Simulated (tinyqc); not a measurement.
Changing the width W: thermal, flicker and telegraph noise of a field-effect transistor. Computed by tinyqc, a small Python program. Command: `OMP_NUM_THREADS=1 python tinyqc.py 3029294 3029295 out.jsonl noise sweep`. One thread of a shared host (Intel(R) Xeon(R) Processor @ 2.30GHz), about 0.01 s of CPU time with the checks.

Strong inversion, threshold roll-off and channel-length modulation left out; noise sources are uncorrelated and are given as one-sided spectral densities.

Inputs (values chosen for the exercise, modelled on a high-k silicon transistor): length L = 250 nm; electrical oxide thickness t = 3 nm; mobility mu = 160 cm^2/(V s); saturation velocity v_s = 1.1 1e7 cm/s; overdrive V_ov = 0.53 V; thermal noise factor gamma = 0.667; oxide trap density N_t = 1e+17 1/(eV cm^3); oxide barrier phi = 3 eV; oxide mass m_ox = 0.34 m_0; Coulomb scattering coefficient alpha_sc = 11000 V s/C; frequency f = 900 Hz; temperature T = 400 K.

Operating region: saturation. Flicker model: number with correlated mobility.

Constants: eps_0 = 8.8541878128e-12 F/m; hbar = 1.054571817e-34 J s; m_0 = 9.1093837015e-31 kg; e = 1.602176634e-19 C; k_B = 8.617333262e-05 eV/K; k_B = 1.380649e-23 J/K.

Method:
- C_ox = 3.9 eps_0/t; V_c = 2 v_s L/mu; I = W C_ox v_s V_ov^2/(V_ov + V_c); g_m = W C_ox v_s V_ov (V_ov + 2 V_c)/(V_ov + V_c)^2; g_d0 = mu C_ox (W/L) V_ov.
- Tunnelling length lambda = hbar/(2 sqrt(2 m_ox phi)); flat-band noise S_Vfb = e^2 k_B T lambda N_t/(W L C_ox^2 f). S_I = g_m^2 S_Vfb (1 + alpha_sc mu C_ox I/g_m)^2.
- Thermal: S_I = 4 k_B T gamma g_d0; input-referred S_V = S_I/g_m^2; corner f_c where flicker equals thermal.
- Total input noise from 1 Hz to f_c: sqrt(S_V,thermal [f_c ln(f_c/1 Hz) + f_c - 1 Hz]).
- Active traps per decade of time constant: N_dec = N_t k_B T W L lambda ln(10); a single trap at the interface shifts the threshold by e/(W L C_ox) and the current by g_m times that; tunnelling depth for frequency f, z = lambda ln(1/(2 pi f tau_0)), tau_0 = 1e-10 s.

One run for each value; columns: (1) width W (micrometre); (2) input noise up to f_c (microvolt); (3) input-referred thermal noise (nV/sqrt(Hz)); (4) corner frequency f_c (Hz); (5) traps per decade:
```
(1)     (2)    (3)        (4)        (5)
0.57  139.1  10.06  1.110e+07  1.093e-01
1.5    85.8   6.20  1.110e+07  2.876e-01
4      52.5   3.80  1.110e+07  7.670e-01
10     33.2   2.40  1.110e+07  1.917e+00
28     19.8   1.44  1.110e+07  5.369e+00
73     12.3   0.89  1.110e+07  1.400e+01
190     7.6   0.55  1.110e+07  3.643e+01
510     4.7   0.34  1.110e+07  9.779e+01
```

Over the rows, input noise up to f_c (microvolt) falls from 139 to 4.65 (exponent d ln y / d ln x about -0.50 throughout); input-referred thermal noise (nV/sqrt(Hz)) falls from 10.1 to 0.336 (exponent d ln y / d ln x about -0.50 throughout); corner frequency f_c (Hz) does not change. The exponent of input-referred thermal noise stays at -0.50: parallel devices average. The exponent of corner frequency f_c stays at 0: both noises scale as 1/W at the input.

Caution (rows 0.570, 1.50, 4.00): fewer than one trap per decade of time constant is active, so one device shows telegraph steps and the 1/f law is only a mean over many devices.
